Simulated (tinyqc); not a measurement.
Inside a calculation (part 1 of 2). Method: ROHF in the sto-3g basis, for BeH, spin multiplicity 2. Computed by tinyqc, a small Python program that keeps every step (integrals from PySCF). Settings: charge = 0, multiplicity = 2, basis = sto-3g, energy threshold = 1e-08, iteration cap = 58, orthogonalisation = symmetric, start = atomic densities, DIIS depth = 8, method = ROHF. Command: `OMP_NUM_THREADS=1 python tinyqc.py 24270 24271 out.jsonl` (the two numbers bound the seeds that draw the settings). One thread of a shared host (Intel(R) Xeon(R) Processor @ 2.60GHz), about 0.1 s of CPU time with the checks. Later iterations appear only in the table of the cycle.

## One-electron integrals

Geometry (angstrom):
```
atom         x         y         z
Be    0.000000  0.000000  0.000000
H     0.000000  0.000000  1.553000
```

Basis sto-3g: exponents (1/bohr^2) and contraction coefficients of normalised primitives:
```
element  l (shell)   exponent  coefficient
Be           s (1)  30.167871     0.154329
Be           s (1)   5.495115     0.535328
Be           s (1)   1.487193     0.444635
Be           s (2)   1.314833    -0.099967
Be           s (2)   0.305539     0.399513
Be           s (2)   0.099371     0.700115
Be           p (3)   1.314833     0.155916
Be           p (3)   0.305539     0.607684
Be           p (3)   0.099371     0.391957
H            s (1)   3.425251     0.154329
H            s (1)   0.623914     0.535328
H            s (1)   0.168855     0.444635
```

Overlap, kinetic and nuclear-attraction integrals over the contracted functions; the nuclear repulsion is the sum of Za Zb / Rab.

nuclear repulsion = 1.36298058 hartree

overlap S, order 1Be 1s, 1Be 2s, 1Be 2px, 1Be 2py, 1Be 2pz, 2H 1s:
```
[[1.000000, 0.259517, 0.000000, 0.000000, 0.000000, 0.043523],
 [0.259517, 1.000000, 0.000000, 0.000000, 0.000000, 0.377003],
 [0.000000, 0.000000, 1.000000, 0.000000, 0.000000, 0.000000],
 [0.000000, 0.000000, 0.000000, 1.000000, 0.000000, 0.000000],
 [0.000000, 0.000000, 0.000000, 0.000000, 1.000000, 0.459600],
 [0.043523, 0.377003, 0.000000, 0.000000, 0.459600, 1.000000]]
```

kinetic energy T (hartree), order 1Be 1s, 1Be 2s, 1Be 2px, 1Be 2py, 1Be 2pz, 2H 1s:
```
[[6.693975, -0.033012, 0.000000, 0.000000, 0.000000, -0.012077],
 [-0.033012, 0.211111, 0.000000, 0.000000, 0.000000, 0.040407],
 [0.000000, 0.000000, 0.660592, 0.000000, 0.000000, 0.000000],
 [0.000000, 0.000000, 0.000000, 0.660592, 0.000000, 0.000000],
 [0.000000, 0.000000, 0.000000, 0.000000, 0.660592, 0.128992],
 [-0.012077, 0.040407, 0.000000, 0.000000, 0.128992, 0.760032]]
```

nuclear attraction V (hartree), order 1Be 1s, 1Be 2s, 1Be 2px, 1Be 2py, 1Be 2pz, 2H 1s:
```
[[-14.901837, -1.987675, 0.000000, 0.000000, -0.013401, -0.332972],
 [-1.987675, -2.641955, 0.000000, 0.000000, -0.123825, -0.953361],
 [0.000000, 0.000000, -2.592462, 0.000000, 0.000000, 0.000000],
 [0.000000, 0.000000, 0.000000, -2.592462, 0.000000, 0.000000],
 [-0.013401, -0.123825, 0.000000, 0.000000, -2.685424, -1.141555],
 [-0.332972, -0.953361, 0.000000, 0.000000, -1.141555, -2.585211]]
```

core Hamiltonian H = T + V (hartree), order 1Be 1s, 1Be 2s, 1Be 2px, 1Be 2py, 1Be 2pz, 2H 1s:
```
[[-8.207862, -2.020687, 0.000000, 0.000000, -0.013401, -0.345049],
 [-2.020687, -2.430844, 0.000000, 0.000000, -0.123825, -0.912953],
 [0.000000, 0.000000, -1.931870, 0.000000, 0.000000, 0.000000],
 [0.000000, 0.000000, 0.000000, -1.931870, 0.000000, 0.000000],
 [-0.013401, -0.123825, 0.000000, 0.000000, -2.024832, -1.012563],
 [-0.345049, -0.912953, 0.000000, 0.000000, -1.012563, -1.825179]]
```

## Two-electron integrals

Functions are numbered as in S; the eight-fold symmetry (ij|kl) = (ji|kl) = (kl|ij) leaves the list below.

Two-electron integrals (ij|kl) in chemists' order, unique and non-zero (hartree):
```
(11|11) 2.298831   (21|11) 0.392036   (21|21) 0.079539   (22|11) 0.570988
(22|21) 0.143041   (22|22) 0.417683   (31|31) 0.014607   (32|31) 0.021888
(32|32) 0.092265   (33|11) 0.569578   (33|21) 0.143083   (33|22) 0.417589
(33|33) 0.449859   (41|41) 0.014607   (42|41) 0.021888   (42|42) 0.092265
(43|43) 0.024249   (44|11) 0.569578   (44|21) 0.143083   (44|22) 0.417589
(44|33) 0.401360   (44|44) 0.449859   (51|51) 0.014607   (52|51) 0.021888
(52|52) 0.092265   (53|53) 0.024249   (54|54) 0.024249   (55|11) 0.569578
(55|21) 0.143083   (55|22) 0.417589   (55|33) 0.401360   (55|44) 0.401360
(55|55) 0.449859   (61|11) 0.064905   (61|21) 0.013161   (61|22) 0.023877
(61|33) 0.023713   (61|44) 0.023713   (61|51) 0.001158   (61|52) 0.002193
(61|55) 0.024217   (61|61) 0.002283   (62|11) 0.170578   (62|21) 0.043428
(62|22) 0.139900   (62|33) 0.134440   (62|44) 0.134440   (62|51) 0.005658
(62|52) 0.035922   (62|55) 0.150692   (62|61) 0.007951   (62|62) 0.072241
(63|31) 0.003811   (63|32) 0.018261   (63|53) 0.006077   (63|63) 0.006279
(64|41) 0.003811   (64|42) 0.018261   (64|54) 0.006077   (64|64) 0.006279
(65|11) 0.188029   (65|21) 0.048423   (65|22) 0.163411   (65|33) 0.153752
(65|44) 0.153752   (65|51) 0.009117   (65|52) 0.055636   (65|55) 0.182562
(65|61) 0.009224   (65|62) 0.095579   (65|65) 0.129981   (66|11) 0.339427
(66|21) 0.087908   (66|22) 0.318297   (66|33) 0.295537   (66|44) 0.295537
(66|51) 0.012854   (66|52) 0.107249   (66|55) 0.363534   (66|61) 0.016427
(66|62) 0.212497   (66|65) 0.297397   (66|66) 0.774606
```

## Orthogonalisation

S = U s U^T; symmetric (Loewdin) form X = U s^(-1/2) U^T, so that X^T S X = 1.

eigenvalues of S: [0.391577, 0.795167, 1.000000, 1.000000, 1.180369, 1.632887]

X, order 1Be 1s, 1Be 2s, 1Be 2px, 1Be 2py, 1Be 2pz, 2H 1s:
```
[[1.027669, -0.144036, 0.000000, 0.000000, -0.010046, 0.023088],
 [-0.144036, 1.103643, 0.000000, 0.000000, 0.091460, -0.253020],
 [0.000000, 0.000000, 1.000000, 0.000000, 0.000000, 0.000000],
 [0.000000, 0.000000, 0.000000, 1.000000, 0.000000, 0.000000],
 [-0.010046, 0.091460, 0.000000, 0.000000, 1.108548, -0.301539],
 [0.023088, -0.253020, 0.000000, 0.000000, -0.301539, 1.182619]]
```

## Starting guess

The start is atomic minimal-basis densities projected into this basis (PySCF's MINAO start) and scaled to the electron count of each spin; this density is not idempotent, so its energy is not variational and may lie below the converged one.

D(alpha) at the start, order 1Be 1s, 1Be 2s, 1Be 2px, 1Be 2py, 1Be 2pz, 2H 1s:
```
[[1.293862, -0.318475, 0.000000, 0.000000, 0.007653, -0.020943],
 [-0.318475, 1.241612, 0.000000, 0.000000, -0.018154, 0.086846],
 [0.000000, 0.000000, 0.000000, 0.000000, 0.000000, 0.000000],
 [0.000000, 0.000000, 0.000000, 0.000000, 0.000000, 0.000000],
 [0.007653, -0.018154, 0.000000, 0.000000, 0.001158, 0.020595],
 [-0.020943, 0.086846, 0.000000, 0.000000, 0.020595, 0.546077]]
```

D(beta) at the start, order 1Be 1s, 1Be 2s, 1Be 2px, 1Be 2py, 1Be 2pz, 2H 1s:
```
[[0.862575, -0.212317, 0.000000, 0.000000, 0.005102, -0.013962],
 [-0.212317, 0.827741, 0.000000, 0.000000, -0.012103, 0.057898],
 [0.000000, 0.000000, 0.000000, 0.000000, 0.000000, 0.000000],
 [0.000000, 0.000000, 0.000000, 0.000000, 0.000000, 0.000000],
 [0.005102, -0.012103, 0.000000, 0.000000, 0.000772, 0.013730],
 [-0.013962, 0.057898, 0.000000, 0.000000, 0.013730, 0.364051]]
```

## Iteration 1: building the Fock matrix

J_ij = sum D_kl (ij|kl) with D = D(alpha) + D(beta), K_ij = sum D_kl (ik|jl) for each spin; F = H + J - K(s); E = tr D H + tr D J / 2 - 0.5 sum_s tr D(s) K(s) + E_nn.

Coulomb J (hartree), order 1Be 1s, 1Be 2s, 1Be 2px, 1Be 2py, 1Be 2pz, 2H 1s:
```
[[6.090459, 1.152228, 0.000000, 0.000000, 0.012930, 0.193071],
 [1.152228, 2.284331, 0.000000, 0.000000, 0.106651, 0.829821],
 [0.000000, 0.000000, 2.258074, 0.000000, 0.000000, 0.000000],
 [0.000000, 0.000000, 0.000000, 2.258074, 0.000000, 0.000000],
 [0.012930, 0.106651, 0.000000, 0.000000, 2.326701, 0.996057],
 [0.193071, 0.829821, 0.000000, 0.000000, 0.996057, 2.077615]]
```

exchange K(alpha) (hartree), order 1Be 1s, 1Be 2s, 1Be 2px, 1Be 2py, 1Be 2pz, 2H 1s:
```
[[2.824297, 0.484192, 0.000000, 0.000000, 0.007633, 0.090452],
 [0.484192, 0.593918, 0.000000, 0.000000, 0.064628, 0.318255],
 [0.000000, 0.000000, 0.126234, 0.000000, 0.000000, 0.000000],
 [0.000000, 0.000000, 0.000000, 0.126234, 0.000000, 0.000000],
 [0.007633, 0.064628, 0.000000, 0.000000, 0.207817, 0.230038],
 [0.090452, 0.318255, 0.000000, 0.000000, 0.230038, 0.555871]]
```

exchange K(beta) (hartree), order 1Be 1s, 1Be 2s, 1Be 2px, 1Be 2py, 1Be 2pz, 2H 1s:
```
[[1.882865, 0.322794, 0.000000, 0.000000, 0.005089, 0.060302],
 [0.322794, 0.395946, 0.000000, 0.000000, 0.043085, 0.212170],
 [0.000000, 0.000000, 0.084156, 0.000000, 0.000000, 0.000000],
 [0.000000, 0.000000, 0.000000, 0.084156, 0.000000, 0.000000],
 [0.005089, 0.043085, 0.000000, 0.000000, 0.138544, 0.153359],
 [0.060302, 0.212170, 0.000000, 0.000000, 0.153359, 0.370581]]
```

F(alpha) (hartree), order 1Be 1s, 1Be 2s, 1Be 2px, 1Be 2py, 1Be 2pz, 2H 1s:
```
[[-4.941700, -1.352651, 0.000000, 0.000000, -0.008104, -0.242431],
 [-1.352651, -0.740431, 0.000000, 0.000000, -0.081803, -0.401387],
 [0.000000, 0.000000, 0.199970, 0.000000, 0.000000, 0.000000],
 [0.000000, 0.000000, 0.000000, 0.199970, 0.000000, 0.000000],
 [-0.008104, -0.081803, 0.000000, 0.000000, 0.094052, -0.246544],
 [-0.242431, -0.401387, 0.000000, 0.000000, -0.246544, -0.303436]]
```

F(beta) (hartree), order 1Be 1s, 1Be 2s, 1Be 2px, 1Be 2py, 1Be 2pz, 2H 1s:
```
[[-4.000268, -1.191254, 0.000000, 0.000000, -0.005560, -0.212280],
 [-1.191254, -0.542459, 0.000000, 0.000000, -0.060260, -0.295302],
 [0.000000, 0.000000, 0.242048, 0.000000, 0.000000, 0.000000],
 [0.000000, 0.000000, 0.000000, 0.242048, 0.000000, 0.000000],
 [-0.005560, -0.060260, 0.000000, 0.000000, 0.163324, -0.169865],
 [-0.212280, -0.295302, 0.000000, 0.000000, -0.169865, -0.118145]]
```

total energy of this density = -14.98937650 hartree

This density is the starting one; it is not idempotent, so its energy is not variational and may lie below the converged one.

## Iteration 1: Roothaan effective Fock matrix

With projectors Pc = D(beta) S, Po = (D(alpha) - D(beta)) S, Pv = 1 - D(alpha) S, the block xy is Px^T F Py; with Fc = (F(alpha) + F(beta))/2, the blocks are Fc for cc, oo, vv and cv, F(beta) for co and F(alpha) for ov.

effective F (hartree), order 1Be 1s, 1Be 2s, 1Be 2px, 1Be 2py, 1Be 2pz, 2H 1s:
```
[[-4.082542, -1.195355, 0.000000, 0.000000, -0.001812, -0.217513],
 [-1.195355, -0.523941, 0.000000, 0.000000, -0.054058, -0.275392],
 [0.000000, 0.000000, 0.221009, 0.000000, 0.000000, 0.000000],
 [0.000000, 0.000000, 0.000000, 0.221009, 0.000000, 0.000000],
 [-0.001812, -0.054058, 0.000000, 0.000000, 0.129920, -0.199727],
 [-0.217513, -0.275392, 0.000000, 0.000000, -0.199727, -0.166836]]
```

## Iteration 1: diagonalisation and new density

Diagonalise F' = X^T F X, C = X C', fill 3 alpha and 2 beta electrons from the bottom; D(s) = C_occ C_occ^T. Each column has its largest component positive (the first on a tie).

F' = X^T F X (hartree):
```
[[-3.977172, -0.651663, 0.000000, 0.000000, -0.009505, -0.019441],
 [-0.651663, -0.216101, 0.000000, 0.000000, 0.053902, -0.224230],
 [0.000000, 0.000000, 0.221009, 0.000000, 0.000000, 0.000000],
 [0.000000, 0.000000, 0.000000, 0.221009, 0.000000, 0.000000],
 [-0.009505, 0.053902, 0.000000, 0.000000, 0.278364, -0.286523],
 [-0.019441, -0.224230, 0.000000, 0.000000, -0.286523, 0.043881]]
```

orbital energies (hartree): [-4.087658, -0.295640, -0.005845, 0.221009, 0.221009, 0.518116]

coefficients C, order 1Be 1s, 1Be 2s, 1Be 2px, 1Be 2py, 1Be 2pz, 2H 1s:
```
[[0.989477, -0.213786, -0.207125, 0.000000, 0.000000, -0.099062],
 [0.038616, 0.625553, 0.804634, 0.000000, 0.000000, 0.520495],
 [0.000000, 0.000000, 0.000000, 0.316793, 0.948495, 0.000000],
 [0.000000, 0.000000, 0.000000, 0.948495, -0.316793, 0.000000],
 [0.002295, 0.158860, -0.453247, 0.000000, 0.000000, 1.047661],
 [-0.003453, 0.535251, -0.531143, 0.000000, 0.000000, -0.992698]]
```

D(alpha) after iteration 1, order 1Be 1s, 1Be 2s, 1Be 2px, 1Be 2py, 1Be 2pz, 2H 1s:
```
[[1.067670, -0.262185, 0.000000, 0.000000, 0.062187, -0.007833],
 [-0.262185, 1.040243, 0.000000, 0.000000, -0.265234, -0.092681],
 [0.000000, 0.000000, 0.000000, 0.000000, 0.000000, 0.000000],
 [0.000000, 0.000000, 0.000000, 0.000000, 0.000000, 0.000000],
 [0.062187, -0.265234, 0.000000, 0.000000, 0.230675, 0.325761],
 [-0.007833, -0.092681, 0.000000, 0.000000, 0.325761, 0.568618]]
```

D(beta) after iteration 1, order 1Be 1s, 1Be 2s, 1Be 2px, 1Be 2py, 1Be 2pz, 2H 1s:
```
[[1.024770, -0.095525, 0.000000, 0.000000, -0.031692, -0.117846],
 [-0.095525, 0.392808, 0.000000, 0.000000, 0.099464, 0.334695],
 [0.000000, 0.000000, 0.000000, 0.000000, 0.000000, 0.000000],
 [0.000000, 0.000000, 0.000000, 0.000000, 0.000000, 0.000000],
 [-0.031692, 0.099464, 0.000000, 0.000000, 0.025242, 0.085022],
 [-0.117846, 0.334695, 0.000000, 0.000000, 0.085022, 0.286505]]
```

Within a degenerate level the vectors are fixed only up to a rotation; this is one choice.

## Iteration 2: building the Fock matrix

As before.

Coulomb J (hartree), order 1Be 1s, 1Be 2s, 1Be 2px, 1Be 2py, 1Be 2pz, 2H 1s:
```
[[6.004694, 1.137678, 0.000000, 0.000000, 0.014563, 0.191051],
 [1.137678, 2.266003, 0.000000, 0.000000, 0.125001, 0.846543],
 [0.000000, 0.000000, 2.228736, 0.000000, 0.000000, 0.000000],
 [0.000000, 0.000000, 0.000000, 2.228736, 0.000000, 0.000000],
 [0.014563, 0.125001, 0.000000, 0.000000, 2.330702, 1.026847],
 [0.191051, 0.846543, 0.000000, 0.000000, 1.026847, 2.167177]]
```

exchange K(alpha) (hartree), order 1Be 1s, 1Be 2s, 1Be 2px, 1Be 2py, 1Be 2pz, 2H 1s:
```
[[2.333526, 0.401255, 0.000000, 0.000000, 0.002504, 0.070795],
 [0.401255, 0.503559, 0.000000, 0.000000, -0.022308, 0.255005],
 [0.000000, 0.000000, 0.109774, 0.000000, 0.000000, 0.000000],
 [0.000000, 0.000000, 0.000000, 0.109774, 0.000000, 0.000000],
 [0.002504, -0.022308, 0.000000, 0.000000, 0.386264, 0.336908],
 [0.070795, 0.255005, 0.000000, 0.000000, 0.336908, 0.648415]]
```

exchange K(beta) (hartree), order 1Be 1s, 1Be 2s, 1Be 2px, 1Be 2py, 1Be 2pz, 2H 1s:
```
[[2.306848, 0.400164, 0.000000, 0.000000, -0.001982, 0.064031],
 [0.400164, 0.330797, 0.000000, 0.000000, 0.150753, 0.279179],
 [0.000000, 0.000000, 0.061799, 0.000000, 0.000000, 0.000000],
 [0.000000, 0.000000, 0.000000, 0.061799, 0.000000, 0.000000],
 [-0.001982, 0.150753, 0.000000, 0.000000, 0.161762, 0.231071],
 [0.064031, 0.279179, 0.000000, 0.000000, 0.231071, 0.461778]]
```

F(alpha) (hartree), order 1Be 1s, 1Be 2s, 1Be 2px, 1Be 2py, 1Be 2pz, 2H 1s:
```
[[-4.536694, -1.284264, 0.000000, 0.000000, -0.001341, -0.224792],
 [-1.284264, -0.668400, 0.000000, 0.000000, 0.023484, -0.321415],
 [0.000000, 0.000000, 0.187091, 0.000000, 0.000000, 0.000000],
 [0.000000, 0.000000, 0.000000, 0.187091, 0.000000, 0.000000],
 [-0.001341, 0.023484, 0.000000, 0.000000, -0.080394, -0.322625],
 [-0.224792, -0.321415, 0.000000, 0.000000, -0.322625, -0.306417]]
```

F(beta) (hartree), order 1Be 1s, 1Be 2s, 1Be 2px, 1Be 2py, 1Be 2pz, 2H 1s:
```
[[-4.510016, -1.283173, 0.000000, 0.000000, 0.003145, -0.218028],
 [-1.283173, -0.495638, 0.000000, 0.000000, -0.149576, -0.345589],
 [0.000000, 0.000000, 0.235066, 0.000000, 0.000000, 0.000000],
 [0.000000, 0.000000, 0.000000, 0.235066, 0.000000, 0.000000],
 [0.003145, -0.149576, 0.000000, 0.000000, 0.144108, -0.216787],
 [-0.218028, -0.345589, 0.000000, 0.000000, -0.216787, -0.119780]]
```

total energy of this density = -14.88945637 hartree

## Iteration 2: Roothaan effective Fock matrix

As before.

effective F (hartree), order 1Be 1s, 1Be 2s, 1Be 2px, 1Be 2py, 1Be 2pz, 2H 1s:
```
[[-4.523316, -1.284318, 0.000000, 0.000000, 0.001338, -0.221000],
 [-1.284318, -0.576831, 0.000000, 0.000000, -0.061296, -0.335772],
 [0.000000, 0.000000, 0.211079, 0.000000, 0.000000, 0.000000],
 [0.000000, 0.000000, 0.000000, 0.211079, 0.000000, 0.000000],
 [0.001338, -0.061296, 0.000000, 0.000000, 0.019102, -0.273558],
 [-0.221000, -0.335772, 0.000000, 0.000000, -0.273558, -0.212820]]
```

## Iteration 2: DIIS over 2 matrices

error matrix X^T (FDS - SDF) X:
```
[[0.000000, -0.016517, 0.000000, 0.000000, 0.006188, 0.013401],
 [0.016517, 0.000000, 0.000000, 0.000000, -0.021818, 0.015984],
 [0.000000, 0.000000, 0.000000, 0.000000, 0.000000, 0.000000],
 [0.000000, 0.000000, 0.000000, 0.000000, 0.000000, 0.000000],
 [-0.006188, 0.021818, 0.000000, 0.000000, 0.000000, -0.089707],
 [-0.013401, -0.015984, 0.000000, 0.000000, 0.089707, 0.000000]]
```

B (overlaps of the stored error matrices):
```
[[2.3074756e-01, 2.4669886e-02],
 [2.4669886e-02, 1.8539142e-02]]
```

Minimise |sum c_i e_i|^2 with sum c_i = 1: solve [B -1; -1 0][c; lambda] = [0; -1] with B_ij = tr e_i^T e_j, and take F = sum c_i F_i.

DIIS coefficients: [-0.030662, 1.030662]

extrapolated F (hartree), order 1Be 1s, 1Be 2s, 1Be 2px, 1Be 2py, 1Be 2pz, 2H 1s:
```
[[-4.536831, -1.287046, 0.000000, 0.000000, 0.001435, -0.221107],
 [-1.287046, -0.578452, 0.000000, 0.000000, -0.061518, -0.337623],
 [0.000000, 0.000000, 0.210774, 0.000000, 0.000000, 0.000000],
 [0.000000, 0.000000, 0.000000, 0.210774, 0.000000, 0.000000],
 [0.001435, -0.061518, 0.000000, 0.000000, 0.015705, -0.275822],
 [-0.221107, -0.337623, 0.000000, 0.000000, -0.275822, -0.214230]]
```

## Iteration 2: diagonalisation and new density

As before.

F' = X^T F X (hartree):
```
[[-4.430781, -0.684039, 0.000000, 0.000000, -0.010246, -0.003022],
 [-0.684039, -0.230337, 0.000000, 0.000000, 0.070487, -0.291651],
 [0.000000, 0.000000, 0.210774, 0.000000, 0.000000, 0.000000],
 [0.000000, 0.000000, 0.000000, 0.210774, 0.000000, 0.000000],
 [-0.010246, 0.070487, 0.000000, 0.000000, 0.186063, -0.346202],
 [-0.003022, -0.291651, 0.000000, 0.000000, -0.346202, 0.054685]]
```

orbital energies (hartree): [-4.539889, -0.387065, -0.054584, 0.210774, 0.210774, 0.561168]

coefficients C, order 1Be 1s, 1Be 2s, 1Be 2px, 1Be 2py, 1Be 2pz, 2H 1s:
```
[[0.992353, -0.192950, -0.202382, 0.000000, 0.000000, 0.120543],
 [0.028887, 0.581654, 0.772525, 0.000000, 0.000000, -0.612543],
 [0.000000, 0.000000, 0.000000, -0.288234, 0.957560, 0.000000],
 [0.000000, 0.000000, 0.000000, 0.957560, 0.288234, 0.000000],
 [0.001895, 0.221444, -0.576041, 0.000000, 0.000000, -0.973347],
 [-0.004574, 0.542569, -0.352179, 0.000000, 0.000000, 1.065662]]
```

D(alpha) after iteration 2, order 1Be 1s, 1Be 2s, 1Be 2px, 1Be 2py, 1Be 2pz, 2H 1s:
```
[[1.062953, -0.239909, 0.000000, 0.000000, 0.075734, -0.037952],
 [-0.239909, 0.935950, 0.000000, 0.000000, -0.316148, 0.043388],
 [0.000000, 0.000000, 0.000000, 0.000000, 0.000000, 0.000000],
 [0.000000, 0.000000, 0.000000, 0.000000, 0.000000, 0.000000],
 [0.075734, -0.316148, 0.000000, 0.000000, 0.380865, 0.323009],
 [-0.037952, 0.043388, 0.000000, 0.000000, 0.323009, 0.418432]]
```

D(beta) after iteration 2, order 1Be 1s, 1Be 2s, 1Be 2px, 1Be 2py, 1Be 2pz, 2H 1s:
```
[[1.021994, -0.083564, 0.000000, 0.000000, -0.040847, -0.109227],
 [-0.083564, 0.339156, 0.000000, 0.000000, 0.128858, 0.315455],
 [0.000000, 0.000000, 0.000000, 0.000000, 0.000000, 0.000000],
 [0.000000, 0.000000, 0.000000, 0.000000, 0.000000, 0.000000],
 [-0.040847, 0.128858, 0.000000, 0.000000, 0.049041, 0.120140],
 [-0.109227, 0.315455, 0.000000, 0.000000, 0.120140, 0.294402]]
```

Within a degenerate level the vectors are fixed only up to a rotation; this is one choice.
